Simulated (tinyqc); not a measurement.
What each change does: thin (001) film in sp3s* tight binding with raised dangling bonds.

Planes alternate anion (a), cation (c) along [001], a/4 apart, starting with an anion; zero in-plane momentum; levels counted from the bulk Ev, the lower root of [[Epa, Vxx], [Vxx, Epc]]; no spin-orbit coupling. Block of s, pz, s*: from an anion to the cation above, Vss/2 (s,s), Vsapc/2 (s,z), -Vscpa/2 (z,s), Vxx/2 (z,z), Vxapc/2 (s*,z), -Vpaxc/2 (z,s*); to the cation below the same with the s-z and s*-z signs reversed. Block of u = (px + py)/sqrt2 and v = (px - py)/sqrt2: to the cation above (Vxx + Vxy)/2 for u and (Vxx - Vxy)/2 for v, to the cation below the reverse. Each surface atom has two dangling sp3 hybrids; raising both by dl adds (dl/2) [[1, t], [t, 1]] to its s, pz levels (t = -1 at the bottom face, +1 at the top) and dl to the one of u, v in whose plane the missing bonds lie (v for a bottom anion or a top cation, u for a top anion).

Parameters, chosen for this exercise (out of a larger set: near a published set for AlAs, fitted to gaps, whose masses and valley positions are rough; not measured data): p = (-7.538, 0.991, -1.162, 3.565, 7.515, 6.728, -6.624, 1.87, 4.295, 5.08, 5.482, 4.525, 5.026) eV (order Esa, Epa, Esc, Epc, Exa, Exc, Vss, Vxx, Vxy, Vsapc, Vscpa, Vxapc, Vpaxc); Nw = 24 (planes in the thicker film); dp = 30 eV (value of dl for the passivated films).

edges (eV): Gamma 2.99332, Delta 2.24158

A film of Nw planes with shift dp: highest level below mid-gap (half the lower bulk edge) and the two lowest above.

One parameter was then changed.

Results before and after:

| case | Ev1 (eV) | Ec1 (eV) | Ec2 (eV) |
|---|---|---|---|
| base | -0.0431 | 2.2586 | 2.2617 |
| changed | -0.0375 | 2.2569 | 2.2582 |

Which of these changes was made? (a) Nw = 26; (b) dp = 60 eV.
Answer: (a) Nw = 26. Of the candidates, run in turn, only this one gives the changed row.

All candidates:

| case | Ev1 (eV) | Ec1 (eV) | Ec2 (eV) |
|---|---|---|---|
| base | -0.0431 | 2.2586 | 2.2617 |
| Nw = 26 | -0.0375 | 2.2569 | 2.2582 |
| dp = 60 eV | -0.0431 | 2.2586 | 2.2617 |

An odd change of Nw also changes which atoms end the film, so levels need not move as thickness alone would move them; the row for dp shows how far the passivation is from converged.

tinyqc: `OMP_NUM_THREADS=1 python tinyqc.py 1451372 1451373 out.jsonl`; about 0.4 s, one thread, shared Intel(R) Xeon(R) Processor @ 2.30GHz.
